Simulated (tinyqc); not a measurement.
Worked calculation: coherent transport through a tight-binding region between two chains. Computed by tinyqc, a small Python program that keeps every step. Settings: temperature = 77, mu = -0.3. Command: `OMP_NUM_THREADS=1 python tinyqc.py 27773 27774 out.jsonl` (the two numbers bound the seeds that draw the settings). One thread of a shared host (Intel(R) Xeon(R) Processor @ 2.60GHz), about 0.07 s of CPU time with the checks.

## Transmission at E = -0.85 eV

H of the central region (eV):
```
,1,2
1,0.00000,-2.07000
2,-2.07000,0.00000
```

Leads: semi-infinite chains with site energy 0:
```
parameter,value
lead hopping t (eV),1.770000
coupling to the left lead (eV),1.340000
coupling to the right lead (eV),0.820000
left contact site,1
right contact site,2
```

E = -0.85000 eV

Surface Green function g = (E - i sqrt(4 t^2 - E^2)) / (2 t^2); self-energy tc^2 g on each contact site; G = (E - H - Sigma)^(-1); Gamma = -2 Im Sigma; T = Gamma_L Gamma_R |G_LR|^2; local density of states -Im G_ii / pi.

g = -0.13566-0.54844i 1/eV

G (1/eV):
```
,1,2
1,0.15257-0.12343i,0.46907-0.10874i
2,0.46907-0.10874i,0.08568-0.25501i
```

local density of states (1/eV): 0.03929  0.08117

transmission = 0.33680

## Transmission across the band

The same steps on a grid of energies.

T(E):
```
E (eV),T
-3.3630000,0.06556
-3.0267000,0.32294
-2.6904000,0.65508
-2.3541000,0.70564
-2.0178000,0.58552
-1.6815000,0.47474
-1.3452000,0.39996
-1.0089000,0.35241
-0.6726000,0.32343
-0.3363000,0.30778
0.0000000,0.30283
0.3363000,0.30778
0.6726000,0.32343
1.0089000,0.35241
1.3452000,0.39996
1.6815000,0.47474
2.0178000,0.58552
2.3541000,0.70564
2.6904000,0.65508
3.0267000,0.32294
3.3630000,0.06556
```

levels of the isolated region (eV): -2.07000  2.07000

## Current

I = (2e/h) int T(E) [f(E - mu - V/2) - f(E - mu + V/2)] dE at 77 K with mu = -0.3 eV, the bias not changing H; 2e^2/h = 77.48092 microsiemens; the integral runs over the band on 4001 points.

Current:
```
V (volt),I (microampere)
0.01000,0.23769
0.05000,1.18847
0.10000,2.37717
0.20000,4.75612
0.40000,9.52653
0.80000,19.16860
```
